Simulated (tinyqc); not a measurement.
Two-diode model of a solar cell: two steps of the calculation.

J is the current delivered and Vj = V + J Rs the junction voltage. J = X JL - J01 (exp(Vj/(n1 Vt)) - 1) - J02 (exp(Vj/(2 Vt)) - 1) - Vj/Rp. The photocurrent does not depend on voltage.

Values chosen for this exercise; values of the order met in cells of germanium:
- T = 300 K (temperature)
- JL = 50.8 mA/cm^2 (photocurrent at one sun)
- X = 50 suns (concentration)
- J01 = 2e-6 A/cm^2 (saturation current of the first diode)
- n1 = 1 (ideality factor of the first diode)
- Rs = 0 ohm cm^2 (series resistance)
- Rp = 200 ohm cm^2 (shunt resistance)
- Pin = 100 mW/cm^2 (incident power at one sun)
- J02 = 2.6e-6 A/cm^2 (saturation current of the second diode (ideality 2))

Constants: q = 1.602176634e-19 C, kB = 1.380649e-23 J/K, Vt = kB T/q. Results are converted to the units shown.

Task 1. New Vj. Maximum power: dP/dVj = f = J (1 + 2 Rs G) - G Vj = 0. G = -dJ/dVj = J01 exp(Vj/(n1 Vt))/(n1 Vt) + J02 exp(Vj/(2 Vt))/(2 Vt) + 1/Rp. H = dG/dVj; f' = -2 G - 2 Rs G^2 + (2 Rs J - Vj) H; Vj(new) = Vj - f/f'.

Vj after iteration 1 = 0.34069644 V

Give: J; G; H; f; f'; Vj after iteration 2.

Result 1.

J = 1478.4 mA/cm^2
G = 40.966 S/cm^2
H = 1583.7 S/(cm^2 V)
f = -12479 mA/cm^2
f' = -621.51 S/cm^2
Vj after iteration 2 = 0.32062 V

Task 2. Figures of merit. Jsc at V = 0, Voc at J = 0, the maximum power point where J (1 + 2 Rs G) = G Vj with G = -dJ/dVj; FF = Vmp Jmp/(Voc Jsc); efficiency Vmp Jmp/(X Pin). Empirical fill factor without parasitics FF0 = (v - ln(v + 0.72))/(v + 1), v = Voc/(n1 Vt).

Wanted: Jsc; Voc; Vmp; Jmp; FF; efficiency; FF0.

Result 2.

Jsc = 2540 mA/cm^2
Voc = 0.3633 V
Vmp = 0.2979 V
Jmp = 2336 mA/cm^2
FF = 0.7540
efficiency = 13.92 %
FF0 = 0.7547

FF is 0.087 % below FF0. Removing one loss at a time changes the efficiency by: shunt +0.01, second diode +0.00 points.

Program tinyqc, `OMP_NUM_THREADS=1 python tinyqc.py 2280130 2280131 out.jsonl`; Intel Xeon 2.30GHz, shared host, one thread, about 0.01 s.
